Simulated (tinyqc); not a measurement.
# Hot electrons in a saturated n-channel MOSFET, lucky-electron model: several studies

Beyond pinch-off the lateral field grows as Esat cosh(y/l) over the velocity-saturated region (pseudo-two-dimensional model). Impact ionisation in this region gives the substrate current, which biases the body forward through Rsub. Currents are per width. Local-field laws: they overstate ionisation when the field peak is narrower than an energy relaxation length.

Parameters, values chosen for the exercise; values close to those of silicon n-channel devices: channel length L = 0.8 um; oxide thickness tox = 15 nm; junction depth xj = 260 nm; threshold VT = 0.69 V; effective mobility mu = 340 cm^2/(V s); saturation velocity vs = 7.6e6 cm/s; ionisation prefactor Ai = 2e6 1/cm; ionisation field Bi = 1.73 MV/cm; resistance of the lightly doped drain Rd = 200 ohm um; substrate resistance Rsub = 4800 ohm um; fall of VT per volt of forward body bias kb = 0.34; lifetime exponent m = 2.9; lifetime constant Hl = 15000 s uA/um; drain voltage Vd = 3.9 V; gate voltage Vg = 2.9 V.

Constants: eps0 = 8.8541878128e-14 F/cm where lengths are in cm. Results are converted to the units shown.

Each table varies one quantity; the others keep the values above.

## Effect of the channel length

Cox = 3.9 eps0/tox, l = sqrt(3 tox xj), Esat = 2 vs/mu. Overdrive g = Vg - VT + kb Vb; Vdsat = g Esat L/(g + Esat L); Id = Cox vs (g - Vdsat); dV = Vd - Id Rd - Vdsat; Em = sqrt((dV/l)^2 + Esat^2); Isub = Id (Ai/Bi) l Em exp(-Bi/Em). Vb = Rsub Isub is solved self-consistently. Lifetime tau = (Hl/Id)(Isub/Id)^(-m); 1 year = 3.15576e7 s.

Effect of the channel length:

| L (um) | Id (uA/um) | Em (MV/cm) | Isub (uA/um) | Isub/Id | tau (years) |
|---|---|---|---|---|---|
| 0.4 | 214.0 | 0.2689 | 1.157 | 0.005406 | 8.342 |
| 0.57 | 179.7 | 0.2518 | 0.5871 | 0.003267 | 42.80 |
| 0.8 | 147.7 | 0.2358 | 0.2837 | 0.001920 | 243.1 |
| 1.1 | 119.9 | 0.2219 | 0.1369 | 0.001142 | 1353 |
| 1.6 | 91.27 | 0.2076 | 0.05707 | 6.252e-4 | 1.019e4 |
| 2.3 | 68.41 | 0.1963 | 0.02495 | 3.648e-4 | 6.486e4 |
| 3.2 | 51.74 | 0.1880 | 0.01227 | 2.372e-4 | 2.987e5 |

Read the table: what changes, and by how much?

As L goes from 0.4 to 3.2 um, Em falls from 0.269 to 0.188 MV/cm, Isub falls from 1.16 to 0.0123 uA/um and tau rises from 8.34 to 2.99e5 years. From the first row to the last, log10(tau) changes by 4.6: 3.9 from (Isub/Id)^(-m), which holds Em and l, and 0.62 from 1/Id. At L = 0.4 um the saturated region takes over 60 % of L, so using the full L in Vdsat is rough. For L = 1.1 to 3.2 um tau is a far extrapolation that only says that hot carriers are no limit.

## Effect of the resistance of the lightly doped drain

Same model as above.

Effect of the resistance of the lightly doped drain:

| Rd (ohm um) | Id (uA/um) | Em (MV/cm) | Isub (uA/um) | Isub/Id | tau (years) |
|---|---|---|---|---|---|
| 0 | 147.73 | 0.23848 | 0.31157 | 0.0021090 | 185.21 |
| 150 | 147.73 | 0.23647 | 0.29045 | 0.0019662 | 227.00 |
| 300 | 147.72 | 0.23446 | 0.27047 | 0.0018309 | 279.12 |
| 500 | 147.72 | 0.23178 | 0.24551 | 0.0016620 | 369.57 |
| 800 | 147.71 | 0.22777 | 0.21150 | 0.0014318 | 569.49 |
| 1200 | 147.71 | 0.22242 | 0.17203 | 0.0011647 | 1036.5 |
| 1600 | 147.70 | 0.21707 | 0.13863 | 9.3857e-4 | 1938.4 |

What does the table show?

As Rd goes from 0 to 1600 ohm um, Em falls from 0.238 to 0.217 MV/cm, Isub falls from 0.312 to 0.139 uA/um and tau rises from 185 to 1940 years. From the first row to the last, log10(tau) changes by 1.0: 1.0 from (Isub/Id)^(-m), which holds Em and l, and under 0.005 from 1/Id. The price is 0.236 V dropped over Rd in the last row. For Rd = 1200 to 1600 ohm um tau is a far extrapolation that only says that hot carriers are no limit.

## Effect of the oxide thickness

Same model as above.

Effect of the oxide thickness:

| tox (nm) | Id (uA/um) | Em (MV/cm) | Isub (uA/um) | Isub/Id | tau (years) |
|---|---|---|---|---|---|
| 8.3 | 267.8 | 0.3113 | 2.992 | 0.01117 | 0.8125 |
| 10 | 221.9 | 0.2853 | 1.504 | 0.006777 | 4.176 |
| 13 | 170.5 | 0.2522 | 0.5257 | 0.003083 | 53.36 |
| 16 | 138.5 | 0.2288 | 0.2125 | 0.001535 | 496.7 |
| 20 | 110.8 | 0.2060 | 0.07429 | 6.707e-4 | 6848 |
| 24 | 92.30 | 0.1892 | 0.02955 | 3.201e-4 | 7.019e4 |
| 30 | 73.84 | 0.1707 | 0.008815 | 1.194e-4 | 1.533e6 |

Read the table: what changes, and by how much?

As tox goes from 8.3 to 30 nm, Em falls from 0.311 to 0.171 MV/cm, Isub falls from 2.99 to 0.00882 uA/um and tau rises from 0.812 to 1.53e6 years. From the first row to the last, log10(tau) changes by 6.3: 5.7 from (Isub/Id)^(-m), which holds Em and l, and 0.56 from 1/Id. For tox = 20 to 30 nm tau is a far extrapolation that only says that hot carriers are no limit.

Computed by the program tinyqc: `OMP_NUM_THREADS=1 python tinyqc.py 2550008 2550009 out.jsonl`, one thread of a shared Intel Xeon 2.30GHz, about 0.01 s for the whole run.
